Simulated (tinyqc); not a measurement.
Away from the valley: two-band massive Dirac model of the K valleys.

Basis (conduction, valence): H = [[D/2, a t (tau kx - i ky)], [a t (tau kx + i ky), -D/2 + lam tau sz]], valley tau = +/-1, spin sz = +/-1. The gap of a spin and valley is G = D - lam tau sz. Berry curvature Omega = curl of i<u|grad u>; for the conduction band Omega_c = -tau 2 a^2 t^2 G/(G^2 + 4 a^2 t^2 k^2)^(3/2), and Omega_v = -Omega_c.

Values chosen for the exercise (near those used for monolayer WSe2; not measured data):
```
symbol  value  unit      meaning
a       3.316  angstrom  lattice constant
D       1.52   eV        gap parameter
t       1.27   eV        effective hopping
lam     0.231  eV        half the valence spin splitting
```

Flavour tau = +1, sz = +1. Parabolic transition energy G + 2 a^2 t^2 k^2/G; degree of circular polarisation eta = 2 cos(theta)/(1 + cos^2(theta)). The last column is the Berry flux of the conduction band inside |k|, over 2 pi: -(1 - cos(theta))/2, cos(theta) = G/(transition energy).

Along |k|:
```
|k| (1/angstrom)  transition (eV)  parabolic (eV)  Omega_c (angstrom^2)     eta  flux/2 pi
0.000                      1.2890          1.2890               -21.348  1.0000     0.0000
0.025                      1.3061          1.3062               -20.521  0.9999    -0.0065
0.050                      1.3561          1.3578               -18.335  0.9987    -0.0247
0.075                      1.4355          1.4438               -15.458  0.9942    -0.0510
0.100                      1.5398          1.5642               -12.524  0.9844    -0.0814
0.150                      1.8049          1.9082                -7.776  0.9459    -0.1429
0.200                      2.1211          2.3897                -4.791  0.8876    -0.1962
0.300                      2.8366          3.7656                -2.003  0.7533    -0.2728
```

The curvature halves at |k| = 0.117 1/angstrom, where 2 a t k = 0.766 G. At 0.3 the parabola is 929 meV too high, eta has fallen only to 0.753, and the flux has reached -0.273 of the -1/2 that a whole cone holds. The real bands leave this model beyond about 0.1 to 0.2 1/angstrom, where trigonal warping and other bands enter.

Computed by tinyqc, a small Python program: `OMP_NUM_THREADS=1 python tinyqc.py 1452804 1452805 out.jsonl` (the numbers bound the seed that draws the inputs); one thread of a shared host (Intel(R) Xeon(R) Processor @ 2.30GHz), about 0.01 s for the whole set of steps.
